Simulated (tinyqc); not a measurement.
Worked calculation: thin-film optics by transfer matrices. Values are carried at full precision from step to step, so a last printed digit may differ when a step is redone from the rounded ones.

Indices N = n + i k. Snell: N0 sin(theta) = N_j sin(theta_j), with Im(N_j cos theta_j) >= 0. Admittance y_j = N_j cos theta_j for s and N_j/cos theta_j for p. Phase delta_j = 2 pi N_j cos theta_j d_j/lambda. Layer matrix [[cos delta, -i sin delta/y], [-i y sin delta, cos delta]], multiplied from the top down to M. (B, C) = M (1, y_sub); r = (y0 B - C)/(y0 B + C), R = |r|^2, T = 4 Re y0 Re y_sub/|y0 B + C|^2, absorbed in the films 1 - R - T.

Inputs chosen for the exercise (indices near those of HfO2, SiO2 on Si; not measured data):
```
symbol  value                  unit     meaning
lam     365                    nm       vacuum wavelength
n0      1                               ambient index
n       (2.156, 1.466, 6.537)           n of HfO2, SiO2, substrate
k       (0, 0, 2.597)                   k in the same order
d       (6, 7.7)               nm       thicknesses, top first
theta   70                     degrees  angle of incidence
pol     p                               polarisation
```

## Angles, admittances and phases

Form cos theta_j, y_j and delta_j.

cos theta_j: ambient 0.3420, film 1 0.9000, film 2 0.7675, substrate 0.9935+0.0062i

y_j: ambient 2.9238, film 1 2.3955, film 2 1.9100, substrate 6.5957+2.5731i

delta_j (rad): film 1 0.2004, film 2 0.1491

## Layer matrices and their product

Form each matrix and multiply from the top down.

matrix of film 1:
```
,1,2
1,0.9800,-0.0831i
2,-0.4769i,0.9800
```

matrix of film 2:
```
,1,2
1,0.9889,-0.0778i
2,-0.2838i,0.9889
```

M:
```
,1,2
1,0.9455,-0.1584i
2,-0.7497i,0.9320
```

Each matrix has determinant 1, and so has M.

## Reflection and transmission

Close the stack on the substrate.

B, C: 1.3532-1.0449i  6.1472+1.6484i

r = -0.1491-0.4863i
R = 0.2587
T into the substrate = 0.7413
absorbed in the films = 0.0000

The bare substrate would reflect 0.2067.

## Ellipsometric angles

Ellipsometry: rho = tan(Psi) exp(i Delta) = -conj(r_p/r_s) with the r of the admittance formula, Delta in 0 to 360 degrees, so that a bare dielectric at small angles gives Delta = 180.

Repeat the steps for both polarisations.

r_s = -0.8740-0.1841i
r_p = -0.1491-0.4863i
Psi = 29.66 degrees
Delta = 118.94 degrees

## Checks

- R against the recursion of Airy sums from the substrate up: both 0.25872.

Computed by tinyqc, a small Python program: `OMP_NUM_THREADS=1 python tinyqc.py 1650568 1650569 out.jsonl` (the numbers bound the seed that draws the inputs); one thread of a shared host (Intel(R) Xeon(R) Processor @ 2.30GHz), about 0.01 s for the whole set of steps.
